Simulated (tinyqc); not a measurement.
Lifetime from the low-frequency admittance.

Problem. At low frequency a p+-n diode with a base of width wb has C_diff/G = (tau/2)(1 - 2 x/sinh 2x), x = wb/sqrt(Dp tau). Find tau, x and the limit of C_diff/G for infinite lifetime, wb^2/(3 Dp).

Values chosen for this exercise: hole diffusion coefficient Dp = 13 cm^2/s; width of the neutral base wb = 4.5 um.

G = 75.115758 S/cm^2
C_diff = 0.35727972 uF/cm^2

Solution. The ratio rises steadily with tau from tau/2 (long base) towards wb^2/(3 Dp) (short base), so one lifetime matches as long as the ratio is below that limit.

tau = 8.00e-8 s
x = 0.441
limit of C_diff/G = 5.19e-9 s

Program tinyqc, `OMP_NUM_THREADS=1 python tinyqc.py 2890227 2890228 out.jsonl`; Intel Xeon 2.30GHz, shared host, one thread, about 0.01 s.
